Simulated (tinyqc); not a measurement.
MOS inversion layer, Poisson-Schroedinger loop: one step of the calculation.

Electrons confined at an insulator interface at z = 0, treated as a hard wall; parabolic valleys, Hartree approximation, no image or exchange terms. The depletion charge lies far deeper than the electrons and gives a uniform field q Nd/(eps0 eps_r); the gate balances all charge. Energies are counted from the band edge at the interface.

Question. Density, output potential and mixing. n_i = sum_k N_k |psi_k|^2 (converted to cm^-3). Hartree part by Gauss: on the interval before node i the electrons still beyond are S_i = Ns - hz sum_(j<i) n_j, and U_i = U_(i-1) + q S_i hz/(eps0 eps_r) in eV, U_0 = 0 at the interface. Mixing: U(new) = U + a (U(out) - U).

Inputs (values chosen for the exercise); masses and permittivity close to those of 4H silicon carbide (0001):
- eps_r = 9.59 (relative permittivity)
- Ns = 2.6e12 cm^-2 (sheet density of electrons)
- a = 0.3 (mixing factor)

Constants: q = 1.602176634e-19 C, eps0 = 8.8541878128e-14 F/cm where lengths are in cm. Results are converted to the units shown.

```
node  z (nm)  U after round 1 (eV)  |psi|^2 of A1 (1/nm)  |psi|^2 of A2 (1/nm)
1        1.6           0.023548196            0.24144015            0.13067560
2        3.2           0.044747796            0.25371763            0.00224981
3        4.8           0.061066912            0.10067905            0.10741412
4        6.4           0.073077589            0.02424545            0.18972810
5          8           0.081999688            0.00424135            0.12438594
6        9.6           0.088171728            0.00059597            0.05044444
7       11.2           0.091824328            0.00007183            0.01529902
8       12.8           0.093618161            0.00000773            0.00380613
9       14.4           0.094350271            0.00000076            0.00081369
10        16           0.094601317            0.00000007            0.00015306
11      17.6           0.094674318            0.00000001            0.00002567
12      19.2           0.094692252            0.00000000            0.00000386
13      20.8           0.094695796            0.00000000            0.00000051
14      22.4           0.094696239            0.00000000            0.00000005
```

N_k (cm^-2): A1 1.9696539e12, A2 6.3034608e11

Wanted: n; U(out); U after round 2.

Answer.

```
node  n (1e18 cm^-3)  U(out) (eV)  U after round 2 (eV)
1              5.579       0.0785                0.0400
2              5.012       0.1300                0.0703
3              2.660       0.1574                0.0900
4              1.673       0.1719                0.1027
5              0.868       0.1783                0.1109
6              0.330       0.1805                0.1159
7              0.098       0.1811                0.1186
8              0.024       0.1812                0.1199
9              0.005       0.1813                0.1204
10             0.001       0.1813                0.1206
11             0.000       0.1813                0.1207
12             0.000       0.1813                0.1207
13             0.000       0.1813                0.1207
14             0.000       0.1813                0.1207
```

tinyqc, about 0.6 s, one thread, Intel Xeon 2.30GHz (shared host): `OMP_NUM_THREADS=1 python tinyqc.py 2160135 2160136 out.jsonl`
